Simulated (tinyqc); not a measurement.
Threshold for a surface state: Tamm state at the end of a one-band chain.

A half-infinite chain with site energy 0 and hopping -t, band E = -2t cos(ka); the end site has energy D. The surface Green function of the unperturbed half chain is g = (E -/+ sqrt(E^2 - 4t^2))/(2t^2), the root with |t g| <= 1 and Im g <= 0, and with the shift G = g/(1 - D g).

Inputs chosen for the exercise: t = 0.77 eV (hopping); a = 3.6 angstrom (spacing).

For |D| > t: E = D + t^2/D, weight on the end site 1 - t^2/D^2, decay length of the amplitude a/ln|D/t|; a dash: no bound state. The last column is the surface density -Im G/pi at E = 0.

Against D:
```
D/t    D (eV)   E (eV)  end weight  decay length (angstrom)  density at E = 0 (1/eV)
-3.00  -2.310  -2.5667      0.8889                     3.28                   0.0413
-2.00  -1.540  -1.9250      0.7500                     5.19                   0.0827
-1.40  -1.078  -1.6280      0.4898                    10.70                   0.1397
-1.10  -0.847  -1.5470      0.1736                    37.77                   0.1871
-0.80  -0.616        -           -                        -                   0.2521
0.50    0.385        -           -                        -                   0.3307
0.95    0.732        -           -                        -                   0.2173
1.05    0.808   1.5418      0.0930                    73.79                   0.1966
1.30    1.001   1.5933      0.4083                    13.72                   0.1537
2.50    1.925   2.2330      0.8400                     3.93                   0.0570
```

What can be read from this table?

A state splits off only for |D| > t = 0.77 eV, although in the middle of an endless chain any shift binds one. Just past the threshold, at D/t = 1.05, it lies 1.8 meV outside the band and spreads over 73.8 angstrom; at D/t = -3 it holds 89 % of the end site, and the density left at the band centre has fallen to 0.10 of the clean value.

Run: tinyqc, `OMP_NUM_THREADS=1 python tinyqc.py 1480463 1480464 out.jsonl`; Intel(R) Xeon(R) Processor @ 2.30GHz, one thread, shared host; about 0.01 s of CPU time with all checks.
